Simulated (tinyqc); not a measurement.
G0W0 on RHF in the sto-3g basis, for H4, spin multiplicity 1, step by step. Computed by tinyqc, a small Python program that keeps every step (integrals from PySCF). Settings: charge = 0, multiplicity = 1, basis = sto-3g, method = RHF, energy threshold = 1e-10, iteration cap = 53, orthogonalisation = symmetric, start = core, DIIS depth = 6. Command: `OMP_NUM_THREADS=1 python tinyqc.py 31538 31539 out.jsonl` (the two numbers bound the seeds that draw the settings). One thread of a shared host (Intel(R) Xeon(R) Processor @ 2.60GHz), about 0.03 s of CPU time with the checks. The early iterations of the SCF are left out here.

## One-electron integrals

Geometry (angstrom):
```
atom         x         y         z
H     0.000000  0.000000  0.000000
H     0.000000  0.000000  0.727000
H     0.000000  1.272000  0.000000
H     0.000000  1.272000  0.727000
```

Basis sto-3g: exponents (1/bohr^2) and contraction coefficients of normalised primitives:
```
element  l (shell)  exponent  coefficient
H            s (1)  3.425251     0.154329
H            s (1)  0.623914     0.535328
H            s (1)  0.168855     0.444635
```

Overlap, kinetic and nuclear-attraction integrals over the contracted functions; the nuclear repulsion is the sum of Za Zb / Rab.

nuclear repulsion = 3.01020065 hartree

overlap S, lower triangle:
```
          1H 1s     2H 1s     3H 1s     4H 1s
1H 1s  1.000000
2H 1s  0.668385  1.000000
3H 1s  0.352030  0.269875  1.000000
4H 1s  0.269875  0.352030  0.668385  1.000000
```

kinetic energy T (hartree), lower triangle:
```
          1H 1s     2H 1s     3H 1s     4H 1s
1H 1s  0.760032
2H 1s  0.244790  0.760032
3H 1s  0.038524  0.012791  0.760032
4H 1s  0.012791  0.038524  0.244790  0.760032
```

nuclear attraction V (hartree), lower triangle:
```
           1H 1s      2H 1s      3H 1s      4H 1s
1H 1s  -2.660674
2H 1s  -1.745430  -2.660674
3H 1s  -0.861744  -0.676164  -2.660674
4H 1s  -0.676164  -0.861744  -1.745430  -2.660674
```

core Hamiltonian H = T + V (hartree), lower triangle:
```
           1H 1s      2H 1s      3H 1s      4H 1s
1H 1s  -1.900642
2H 1s  -1.500640  -1.900642
3H 1s  -0.823220  -0.663373  -1.900642
4H 1s  -0.663373  -0.823220  -1.500640  -1.900642
```

## Two-electron integrals

Functions are numbered as in S; the eight-fold symmetry (ij|kl) = (ji|kl) = (kl|ij) leaves the list below.

Two-electron integrals (ij|kl) in chemists' order, unique and non-zero (hartree):
```
(11|11) 0.774606   (21|11) 0.452028   (21|21) 0.306290   (22|11) 0.574894
(22|21) 0.452028   (22|22) 0.774606   (31|11) 0.201804   (31|21) 0.123957
(31|22) 0.165595   (31|31) 0.074170   (32|11) 0.141063   (32|21) 0.097414
(32|22) 0.146156   (32|31) 0.052891   (32|32) 0.041663   (33|11) 0.398663
(33|21) 0.255217   (33|22) 0.353159   (33|31) 0.201804   (33|32) 0.146156
(33|33) 0.774606   (41|11) 0.146156   (41|21) 0.097414   (41|22) 0.141063
(41|31) 0.052891   (41|32) 0.041312   (41|33) 0.141063   (41|41) 0.041663
(42|11) 0.165595   (42|21) 0.123957   (42|22) 0.201804   (42|31) 0.061371
(42|32) 0.052891   (42|33) 0.165595   (42|41) 0.052891   (42|42) 0.074170
(43|11) 0.255217   (43|21) 0.173706   (43|22) 0.255217   (43|31) 0.123957
(43|32) 0.097414   (43|33) 0.452028   (43|41) 0.097414   (43|42) 0.123957
(43|43) 0.306290   (44|11) 0.353159   (44|21) 0.255217   (44|22) 0.398663
(44|31) 0.165595   (44|32) 0.141063   (44|33) 0.574894   (44|41) 0.146156
(44|42) 0.201804   (44|43) 0.452028   (44|44) 0.774606
```

## Orthogonalisation

S = U s U^T; symmetric (Loewdin) form X = U s^(-1/2) U^T, so that X^T S X = 1.

eigenvalues of S: 0.249460  0.413769  1.046480  2.290291

X, lower triangle:
```
           1H 1s      2H 1s      3H 1s     4H 1s
1H 1s   1.298772
2H 1s  -0.479614   1.298772
3H 1s  -0.191079   0.032698   1.298772
4H 1s   0.032698  -0.191079  -0.479614  1.298772
```

## Iteration 2 (converged): orbitals

converged F (hartree), lower triangle:
```
           1H 1s      2H 1s      3H 1s      4H 1s
1H 1s  -0.413260
2H 1s  -0.634419  -0.413260
3H 1s  -0.315389  -0.299660  -0.413260
4H 1s  -0.299660  -0.315389  -0.634419  -0.413260
```

Diagonalise F' = X^T F X, C = X C', fill 2 alpha and 2 beta electrons from the bottom; D = 2 C_occ C_occ^T. Each column has its largest component positive (the first on a tie).

F' = X^T F X (hartree), lower triangle:
```
           1          2          3         4
1   0.076671
2  -0.646373   0.076671
3  -0.191424   0.035135   0.076671
4   0.035135  -0.191424  -0.646373  0.076671
```

orbital energies (hartree): MO1 -0.725990, MO2 -0.413414, MO3 0.496485, MO4 0.949603

coefficients C:
```
            MO1        MO2        MO3        MO4
1H 1s  0.330388   0.488770   0.777304   1.001081
2H 1s  0.330388   0.488770  -0.777304  -1.001081
3H 1s  0.330388  -0.488770   0.777304  -1.001081
4H 1s  0.330388  -0.488770  -0.777304   1.001081
```

D after iteration 2, lower triangle:
```
           1H 1s      2H 1s     3H 1s     4H 1s
1H 1s   0.696105
2H 1s   0.696105   0.696105
3H 1s  -0.259479  -0.259479  0.696105
4H 1s  -0.259479  -0.259479  0.696105  0.696105
```

## Convergence

Stop when the energy changes by less than 1e-10 hartree and every element of the error matrix X^T (F D S - S D F) X is below 3e-06.

Course of the cycle:
```
iteration  E (hartree)    change  largest element of the error matrix
1          -2.09302344         -                             6.30e-15
2          -2.09302344  8.88e-16                             9.78e-16
```

PySCF RHF in the same basis = -2.09302344 hartree

Converged in 2 iterations.

## Integrals over molecular orbitals

(pq|rs) = sum C_ip C_jq C_kr C_ls (ij|kl), one index at a time.

one-electron integrals over orbitals h = C^T H C (hartree), lower triangle:
```
           1          2          3          4
1  -2.134173
2   0.000000  -1.829647
3   0.000000   0.000000  -1.353045
4   0.000000   0.000000   0.000000  -0.962699
```

Two-electron integrals over orbitals (pq|rs), unique and non-zero (hartree):
```
(11|11) 0.530933   (21|21) 0.172118   (22|11) 0.524684   (22|22) 0.538984
(31|31) 0.109653   (32|32) 0.077676   (33|11) 0.510936   (33|22) 0.507494
(33|33) 0.517813   (41|32) 0.077157   (41|41) 0.076699   (42|31) 0.110386
(42|42) 0.120643   (43|21) 0.167130   (43|43) 0.183109   (44|11) 0.522202
(44|22) 0.532621   (44|33) 0.529055   (44|44) 0.553833
```

## Screening: direct RPA

With D = e_a - e_i and K = (ia|jb): diagonalise D^(1/2) (D + 4K) D^(1/2) = Z w^2 Z^T; X + Y = D^(1/2) Z w^(-1/2), each column of Z with its largest component positive (the first on a tie); E_c = (sum w - tr (D + 2K)) / 2.

D^(1/2) (D + 4K) D^(1/2) (hartree^2), lower triangle:
```
          1>3       1>4       2>3       2>4
1>3  2.030638
1>4  0.000000  3.321679
2>3  0.000000  0.381080  1.110627
2>4  0.569962  0.000000  0.000000  2.515570
```

excitation energies w (hartree): 1.023128  1.285967  1.700734  1.839977

X + Y:
```
             1          2         3         4
1>3   0.000000   0.813252  0.467662  0.000000
1>4  -0.211430   0.000000  0.000000  0.941171
2>3   0.930084   0.000000  0.000000  0.116182
2>4   0.000000  -0.567892  0.746711  0.000000
```

RPA correlation energy = -0.04526096 hartree

## G0W0 on Hartree-Fock: HOMO

W(p,q,m) = sqrt2 sum_ia (pq|ia) (X+Y)_ia,m; Sigma_c(x) = sum_(i,m) W^2/(x - e_i + w_m) + sum_(a,m) W^2/(x - e_a - w_m); solve x = e_p + Sigma_c(x) by Newton steps; Z = 1/(1 - dSigma/dx); 1 hartree = 27.211386 eV.

The 12 largest terms at x = e_p (hartree; W for the signs of X + Y given):
```
q  m         W       term
4  3  0.200407  -0.013109
3  4  0.115460  -0.004848
3  1  0.079100  -0.003237
4  2  0.030065  -0.000341
```

Newton steps (hartree):
```
step          x  Sigma_c(x)         Z
0     -0.413414   -0.021535  0.992216
1     -0.434781   -0.021369  0.992339
2     -0.434783   -0.021369  0.992339
```

quasiparticle energy of the HOMO = -11.831038 eV

Hartree-Fock value = -11.249566 eV

## G0W0 on Hartree-Fock: LUMO

As before.

The 12 largest terms at x = e_p (hartree; W for the signs of X + Y given):
```
q  m         W      term
1  3  0.189090  0.012231
2  4  0.115460  0.004848
2  1  0.079100  0.003237
1  2  0.037460  0.000559
```

Newton steps (hartree):
```
step         x  Sigma_c(x)         Z
0     0.496485    0.020876  0.992216
1     0.517198    0.020714  0.992338
2     0.517199    0.020714  0.992338
```

quasiparticle energy of the LUMO = 14.073714 eV

Hartree-Fock value = 13.510048 eV
